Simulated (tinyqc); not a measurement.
Inside a calculation. Method: sp3 tight binding, zinc-blende lattice. One step of it, computed by the program tinyqc.

Problem. Levels at k. Diagonalise the Hermitian matrix.

H(k) at k (eV):
```
                      a s                 a px                 a py                 a pz
a s            -14.530000             0.000000             0.000000             0.000000
a px             0.000000            -6.360000             0.000000             0.000000
a py             0.000000             0.000000            -6.360000             0.000000
a pz             0.000000             0.000000             0.000000            -6.360000
c s   -1.154481-0.075629i   3.653102+0.013762i   0.021685+2.318329i   0.036419+1.380392i
c px  -3.653102-0.013762i   0.445300+0.029171i  -0.046281-1.754200i  -0.027557-2.946128i
c py  -0.021685-2.318329i  -0.046281-1.754200i   0.445300+0.029171i  -4.642355-0.017488i
c pz  -0.036419-1.380392i  -0.027557-2.946128i  -4.642355-0.017488i   0.445300+0.029171i

                      c s                 c px                 c py                 c pz
a s   -1.154481+0.075629i  -3.653102+0.013762i  -0.021685+2.318329i  -0.036419+1.380392i
a px   3.653102-0.013762i   0.445300-0.029171i  -0.046281+1.754200i  -0.027557+2.946128i
a py   0.021685-2.318329i  -0.046281+1.754200i   0.445300-0.029171i  -4.642355+0.017488i
a pz   0.036419-1.380392i  -0.027557+2.946128i  -4.642355+0.017488i   0.445300-0.029171i
c s            -13.130000             0.000000             0.000000             0.000000
c px             0.000000            -5.620000             0.000000             0.000000
c py             0.000000             0.000000            -5.620000             0.000000
c pz             0.000000             0.000000             0.000000            -5.620000
```

Give: eigenvalues; weights |c|^2 of the basis functions.

Solution.

eigenvalues (eV): -16.8860  -15.1274  -12.1291  -11.2428  -4.7677  -2.9079  -0.7282  0.1892

weights |c|^2 of the basis functions:
```
      band 1  band 2  band 3  band 4  band 5  band 6  band 7  band 8
a s   0.6840  0.1533  0.0018  0.0003  0.0919  0.0678  0.0002  0.0007
a px  0.0101  0.1238  0.1599  0.0125  0.3265  0.2361  0.0190  0.1120
a py  0.0097  0.0472  0.1644  0.2362  0.0940  0.0960  0.1878  0.1647
a pz  0.0040  0.0212  0.2034  0.2861  0.0194  0.0153  0.2578  0.1928
c s   0.1905  0.5920  0.0030  0.0005  0.1597  0.0534  0.0002  0.0007
c px  0.0578  0.0480  0.1325  0.0117  0.2346  0.3675  0.0221  0.1258
c py  0.0312  0.0100  0.1497  0.2047  0.0612  0.1412  0.2162  0.1859
c pz  0.0128  0.0045  0.1853  0.2480  0.0127  0.0226  0.2967  0.2176
```
